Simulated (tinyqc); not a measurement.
Screening length from the swing.

Question. In a simple model of a Schottky-barrier transistor a barrier thinner than d = 2.1 nm is transparent, so the effective barrier is pn - psi (1 - exp(-d/lam)) and the swing beyond flat band is Vt ln 10/(1 - exp(-d/lam)). Find the thermionic swing, lam, and the effective barrier at psi = 0.2 V.

Parameters, values chosen for the exercise: temperature T = 300 K; barrier for electrons at both contacts pn = 0.48 eV.

Constants: q = 1.602176634e-19 C, kB = 1.380649e-23 J/K, Vt = kB T/q. Results are converted to the units shown.

swing in the tunnelling range = 145.73929 mV/decade

Solution. The ratio of the two swings is 1 - exp(-d/lam).

Vt ln 10 = 59.53 mV/decade
lam = 4.000 nm
effective barrier = 0.3983 eV

Program tinyqc, `OMP_NUM_THREADS=1 python tinyqc.py 2390143 2390144 out.jsonl`; Intel Xeon 2.30GHz, shared host, one thread, about 0.6 s.
